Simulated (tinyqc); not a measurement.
MOSFET in saturation, small-signal circuit and noise: one step of the calculation.

Bias by the inversion coefficient IC = I/Ispec (charge-based model with velocity saturation; weak inversion below 0.1, strong above 10). Common-source circuit: gm, gds, Cgs, Cgd and Cj at the inner nodes, Rg in series with the gate; quasi-static, no source or drain resistance, no gate-body capacitance, no substrate network, no induced gate noise, so fmax is an upper estimate.

Question. Current, transconductance and gain. Ispec = 2 n mu Cox (W/L) Vt^2, lc = Ls/L, gms = [sqrt((lc IC + 1)^2 + 4 IC) - 1]/[2 + lc (lc IC + 1)], gm = gms Ispec/(n Vt), gds = sg gm.

Inputs (values chosen for the exercise): temperature T = 300 K; gate length L = 65 nm; total gate width W = 10 um; gate capacitance Cox = 1.67 uF/cm^2; mobility mu = 150 cm^2/(V s); slope factor n = 1.42; velocity-saturation length Ls = 10 nm; ratio gds/gm sg = 0.063; inversion coefficient IC = 0.06.

Constants: q = 1.602176634e-19 C, kB = 1.380649e-23 J/K, Vt = kB T/q. Results are converted to the units shown.

Give: Ispec; I; gms; gm; gds; gm/I.

Answer.

Ispec = 73.148 uA
I = 4.3889 uA
gms = 0.056536
gm = 0.11265 mS
gds = 0.0070971 mS
gm/I = 25.668 1/V

tinyqc, about 0.01 s, one thread, Intel Xeon 2.30GHz (shared host): `OMP_NUM_THREADS=1 python tinyqc.py 2150126 2150127 out.jsonl`
